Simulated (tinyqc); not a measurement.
Atomic layer deposition: Langmuir saturation, growth per cycle and coating of deep features: one step, computed by the program tinyqc.

Precursor A sticks only on free sites, so a long enough pulse saturates; co-reactant B then frees the sites again.

Task: Steady growth per cycle. One cycle from coverage th0: pulse A gives th1 = th_s + (th0 - th_s) exp(-(k_a + k_d) t), th_s = k_a/(k_a + k_d); the purge leaves th2 = th1 exp(-k_d t_p); pulse B converts c_B th2 into film and leaves th3 = (1 - c_B) th2. Growth = G c_B th2. The periodic state has th0 = th3: th0 = (1 - c_B) e_p th_s (1 - e_a)/(1 - (1 - c_B) e_p e_a), with e_a = exp(-(k_a + k_d) t), e_p = exp(-k_d t_p). Share of impinging molecules used = q (th1 - th0)/(F t).

Inputs (values chosen for the exercise, modelled on aluminium oxide from trimethylaluminium and water):

| quantity | value | unit |
|---|---|---|
| site density q | 4.8 | 1/nm^2 |
| growth per cycle at saturation G | 1.2 | angstrom |
| temperature T | 200 | C |
| pulse time t | 0.0011 | s |
| co-reactant completion per pulse c_B | 0.99 | - |
| purge time t_p | 1.6 | s |

k_a = 285.5014 1/s

k_d = 7.096001e-05 1/s

flux F = 57100.27 1/(nm^2 s)

Give: coverage after pulse A; growth per cycle; share of impinging molecules used.

Result:

coverage after pulse A = 0.2715

growth per cycle = 0.3225 angstrom

share of impinging molecules used = 0.02054

The pulse is 0.31 filling times long: not fully saturated, so thickness still depends somewhat on the local dose. Caution: common pulse valves need about 10 ms, so a pulse this short is formal.
